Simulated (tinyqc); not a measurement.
p-type polysilicon, carrier trapping at grain boundaries: effect of the doping.

One-dimensional grains of size Lg, uniform ionised doping N, monovalent traps Qt at each boundary at a depth Et below (for electrons) or above (for holes) the band edge there, abrupt depletion of width W on each side of a boundary, Boltzmann statistics. xi is the distance from the band edge at the grain centre to the Fermi level. Trapped charge Qt/(1 + exp((xi + VB - Et)/Vt)) = 2 N W, barrier VB = q N W^2/(2 eps0 eps_r).

If the trap equation with xi = Vt ln(NB/N) has a root W < Lg/2, the grain is partly depleted; otherwise W = Lg/2 and the trap equation gives xi = Et - VB + Vt ln(Qt/(N Lg) - 1). N* = Qt/Lg. n0 = NB exp(-xi/Vt); mean density n0 (1 - 2 W/Lg) by charge balance in a partly depleted grain, and n0 (sqrt(pi)/2) erf(u)/u with u = sqrt(VB/Vt) in a fully depleted one; v = sqrt(kB T/(2 pi ms m0)); barrier resistivity Vt exp(VB/Vt)/(q fe n0 v Lg); grain resistivity (1 - 2 W/Lg)/(q n0 mug); effective mobility 1/(q mean density total resistivity). Rows with xi above 0.45 V, towards mid-gap, are left out, since the other carrier type is ignored.

Parameters, values chosen for the exercise; values of the order met in polycrystalline silicon:
```
symbol,value,unit,meaning
T,300,K,temperature
eps_r,11.7,,relative permittivity
NB,2.65e19,cm^-3,valence-band density of states at T
Lg,87,nm,grain size
Qt,3.9e12,cm^-2,trap density of a grain boundary
Et,0.46,eV,depth of the trap level from the majority band edge at the boundary
ms,0.28,m0,mass for thermionic emission
fe,0.25,,correction factor of the emission rate
mug,78,cm^2/(V s),mobility inside the grains
```

Constants: q = 1.602176634e-19 C, kB = 1.380649e-23 J/K, m0 = 9.1093837015e-31 kg, Vt = kB T/q, eps0 = 8.8541878128e-14 F/cm where lengths are in cm. Results are converted to the units shown.

Result of one run:

| N/N* | depleted share 2 W/Lg | VB (V) | xi (V) | mean density (cm^-3) | resistivity (ohm cm) | effective mobility (cm^2/(V s)) |
|---|---|---|---|---|---|---|
| 2.4538 | 0.40304 | 0.26146 | 0.082257 | 6.5666e17 | 327.46 | 0.029027 |

Which doping N gave this result: 8.3e16, 5.8e17, 1.1e18, 2.2e18 or 8e18 cm^-3?

N = 1.1e18 cm^-3.

The whole series:

| N (cm^-3) | N/N* | depleted share 2 W/Lg | VB (V) | xi (V) | mean density (cm^-3) | resistivity (ohm cm) | effective mobility (cm^2/(V s)) |
|---|---|---|---|---|---|---|---|
| 8.3e16 | 0.18515 | 1.0000 | 0.12145 | 0.37686 | 5.0464e12 | 1.2945e5 | 9.5547 |
| 1.6e17 | 0.35692 | 1.0000 | 0.23412 | 0.24110 | 6.9511e14 | 52995 | 0.16943 |
| 3e17 | 0.66923 | 0.87395 | 0.33529 | 0.11585 | 3.7814e16 | 20877 | 0.0079063 |
| 5.8e17 | 1.2938 | 0.61902 | 0.32521 | 0.098803 | 2.2097e17 | 7311.3 | 0.0038634 |
| 1.1e18 | 2.4538 | 0.40304 | 0.26146 | 0.082257 | 6.5666e17 | 327.46 | 0.029027 |
| 2.2e18 | 4.9077 | 0.20375 | 0.13365 | 0.064338 | 1.7517e18 | 1.1954 | 2.9805 |
| 4.1e18 | 9.1462 | 0.10934 | 0.071718 | 0.048244 | 3.6517e18 | 0.074421 | 22.967 |
| 8e18 | 17.846 | 0.056034 | 0.036756 | 0.030963 | 7.5517e18 | 0.017002 | 48.613 |

As N goes from 8.3e16 to 8e18, VB goes from 0.121 through a maximum of 0.335 (at N = 3e17 among the rows listed) to 0.0368 V, the resistivity falls from 1.29e5 to 0.0170 ohm cm and the effective mobility goes from 9.55 through a minimum of 0.00386 (at N = 5.8e17 among the rows listed) to 48.6 cm^2/(V s). The steepest fall of the resistivity among the rows, as N^(-8.1), lies between N = 1.1e18 and 2.2e18 cm^-3; N* = 4.48e17 cm^-3. While the grain is fully depleted VB grows as N; once the traps are full it falls as 1/N. For N = 2.2e18, 4.1e18, 8e18 xi is under 2.5 Vt, where Boltzmann statistics begin to fail. For N = 3e17 the grain is near the changeover between partial and full depletion, within a few Debye lengths, where both limits are rough.

Program tinyqc, `OMP_NUM_THREADS=1 python tinyqc.py 2830172 2830173 out.jsonl`; Intel Xeon 2.30GHz, shared host, one thread, about 0.01 s.
